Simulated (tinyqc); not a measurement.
Inside a calculation. Method: MP2 on RHF in the 6-31g basis, for H3+, spin multiplicity 1. One step of it, computed by the program tinyqc.

Problem. Iteration 6 (converged): orbitals. Diagonalise F' = X^T F X, C = X C', fill 1 alpha and 1 beta electrons from the bottom; D = 2 C_occ C_occ^T. Each column has its largest component positive (the first on a tie).

converged F (hartree), order 1H 1s, 1H 2s, 2H 1s, 2H 2s, 3H 1s, 3H 2s:
```
[[-0.595000, -0.881020, -0.637865, -0.697196, -0.637865, -0.697196],
 [-0.881020, -0.821110, -0.621043, -0.672362, -0.621043, -0.672362],
 [-0.637865, -0.621043, -0.330657, -0.649935, -0.207210, -0.364746],
 [-0.697196, -0.672362, -0.649935, -0.615739, -0.364746, -0.479969],
 [-0.637865, -0.621043, -0.207210, -0.364746, -0.330657, -0.649935],
 [-0.697196, -0.672362, -0.364746, -0.479969, -0.649935, -0.615739]]
```

X, order 1H 1s, 1H 2s, 2H 1s, 2H 2s, 3H 1s, 3H 2s:
```
[[-0.791791, 0.000000, -0.121820, 1.222337, 0.000000, 0.215612],
 [4.287188, 0.000000, -0.486578, -0.181812, 0.000000, 0.278122],
 [0.225423, -0.794984, 0.945384, -0.102586, 0.521076, 0.167783],
 [-2.347516, 1.211781, -0.332984, -0.382010, 0.341850, 0.233712],
 [0.225423, 0.794984, 0.945384, -0.102586, -0.521076, 0.167783],
 [-2.347516, -1.211781, -0.332984, -0.382010, -0.341850, 0.233712]]
```

Give: F' = X^T F X; orbital energies; coefficients C; D after iteration 6.

Solution.

F' = X^T F X (hartree):
```
[[0.4712, 0.0000, 0.1993, -0.4323, 0.0000, -0.0133],
 [0.0000, 0.5442, 0.0000, 0.0000, -0.2154, 0.0000],
 [0.1993, 0.0000, 0.6533, -0.1578, 0.0000, -0.1279],
 [-0.4323, 0.0000, -0.1578, 0.3743, 0.0000, -0.2309],
 [0.0000, -0.2154, 0.0000, 0.0000, -0.3020, 0.0000],
 [-0.0133, 0.0000, -0.1279, -0.2309, 0.0000, -1.0295]]
```

orbital energies (hartree): [-1.0830, -0.3536, 0.0151, 0.5070, 0.5958, 1.0303]

coefficients C, order 1H 1s, 1H 2s, 2H 1s, 2H 2s, 3H 1s, 3H 2s:
```
[[0.3814, 0.0000, 0.2845, -0.6637, 0.0000, -1.2310],
 [0.4025, 0.0000, 2.8330, 2.0573, 0.0000, 2.5114],
 [0.2351, 0.3213, -0.0117, -0.6356, -0.8946, 0.7238],
 [0.0221, 0.6151, -1.9043, -0.3825, 1.0986, -1.4315],
 [0.2351, -0.3213, -0.0117, -0.6356, 0.8946, 0.7238],
 [0.0221, -0.6151, -1.9043, -0.3825, -1.0986, -1.4315]]
```

D after iteration 6, order 1H 1s, 1H 2s, 2H 1s, 2H 2s, 3H 1s, 3H 2s:
```
[[0.2910, 0.3070, 0.1794, 0.0169, 0.1794, 0.0169],
 [0.3070, 0.3239, 0.1892, 0.0178, 0.1892, 0.0178],
 [0.1794, 0.1892, 0.1105, 0.0104, 0.1105, 0.0104],
 [0.0169, 0.0178, 0.0104, 0.0010, 0.0104, 0.0010],
 [0.1794, 0.1892, 0.1105, 0.0104, 0.1105, 0.0104],
 [0.0169, 0.0178, 0.0104, 0.0010, 0.0104, 0.0010]]
```
